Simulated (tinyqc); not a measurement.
## Free and trapped electrons in a MOS channel with a dense trap tail: effect of the density of the tail at the conduction edge

p-type body, charge-sheet picture, full ionisation (an idealisation for deep acceptors), Boltzmann statistics for free electrons. e = Ec - EF at the surface. Acceptor-like traps of density D(E) = D0 + De exp(-E/Ew) at depth E below Ec, from 0 to Eu, hold n_t = integral of D(E)/(1 + exp((e - E)/Vt)). psi = Eg - Vt ln(Nv/Na) - e; N_dep = sqrt(2 eps0 eps_r Na (psi - Vt)/q); n_f = sqrt(N_dep^2 + 2 eps0 eps_r Vt Nc exp(-e/Vt)/q) - N_dep; Vg = Vfb + psi + q (N_dep + n_t + n_f)/Cox, Cox = eps0 eox/tox.

VT is the Vg for n_f = 1e11 cm^-2; swing ln 10 n_f/(dn_f/dVg) at n_f = 1e8 cm^-2; the last three columns are for Vg = VT + 2.2 V, with free share n_f/(n_f + n_t) and field-effect mobility mf q (dn_f/dVg)/Cox; there EF is near the band edge, where Boltzmann statistics are rough.

Inputs (values chosen for the exercise); band and dielectric values close to those of 4H silicon carbide: temperature T = 300 K; band gap Eg = 3.24 eV; relative permittivity eps_r = 9.65; conduction-band density of states at T Nc = 1.71e19 cm^-3; valence-band density of states at T Nv = 2.46e19 cm^-3; relative permittivity of the insulator eox = 3.9; insulator thickness tox = 28 nm; acceptor density Na = 6.2e16 cm^-3; flat-band voltage without trapped charge Vfb = -2.72 V; constant background density of acceptor-like traps D0 = 1.9e10 cm^-2 eV^-1; decay energy of the tail Ew = 0.1 eV; depth below Ec down to which the traps reach Eu = 0.62 eV; mobility of free electrons mf = 71 cm^2/(V s).

Constants: q = 1.602176634e-19 C, kB = 1.380649e-23 J/K, Vt = kB T/q, eps0 = 8.8541878128e-14 F/cm where lengths are in cm. Results are converted to the units shown.

Effect of the density of the tail at the conduction edge:

| De (cm^-2 eV^-1) | e at VT (eV) | VT (V) | q n_t/Cox at VT (V) | swing (mV/decade) | n_f (cm^-2) | free share (%) | field-effect mobility (cm^2/(V s)) |
|---|---|---|---|---|---|---|---|
| 1e12 | 0.07199 | 2.331 | 0.08127 | 87.40 | 1.670e12 | 94.26 | 69.10 |
| 2e12 | 0.07199 | 2.398 | 0.1490 | 94.37 | 1.633e12 | 89.51 | 68.63 |
| 5e12 | 0.07199 | 2.602 | 0.3524 | 115.3 | 1.526e12 | 76.94 | 67.08 |
| 1e13 | 0.07199 | 2.941 | 0.6913 | 150.1 | 1.358e12 | 60.40 | 63.98 |
| 2e13 | 0.07199 | 3.618 | 1.369 | 219.8 | 1.067e12 | 38.42 | 56.00 |
| 4e13 | 0.07199 | 4.974 | 2.725 | 359.2 | 6.736e11 | 17.56 | 37.69 |
| 9e13 | 0.07199 | 8.363 | 6.114 | 707.7 | 3.227e11 | 4.990 | 13.84 |
| 2e14 | 0.07199 | 15.82 | 13.57 | 1474 | 1.833e11 | 1.500 | 4.398 |

As De goes from 1e12 to 2e14, VT rises from 2.33 to 15.8 V, its part due to traps rises from 0.0813 to 13.6 V, the swing rises from 87.4 to 1470 mV/decade and the field-effect mobility falls from 69.1 to 4.40 cm^2/(V s).

Program tinyqc, `OMP_NUM_THREADS=1 python tinyqc.py 2222193 2222194 out.jsonl`; Intel Xeon 2.30GHz, shared host, one thread, about 0.02 s.
